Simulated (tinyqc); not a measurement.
# Stability and critical current from long pulses

Inverse problem. For long pulses a magnetic tunnel junction switches at I = Ic0 [1 - ln(tp/t0)/Delta]. Find Ic0 and Delta.

Inputs (values chosen for the exercise): attempt time t0 = 1 ns.

switching current for pulses of 0.0001 and 0.01 s (uA): 33.497755  30.599848

Solution. I is linear in ln tp: it equals Ic0 at tp = t0, and the slope is -Ic0/Delta.

Ic0 = 40.7 uA
Delta = 64.7

tinyqc, about 0.01 s, one thread, Intel Xeon 2.30GHz (shared host): `OMP_NUM_THREADS=1 python tinyqc.py 2450028 2450029 out.jsonl`
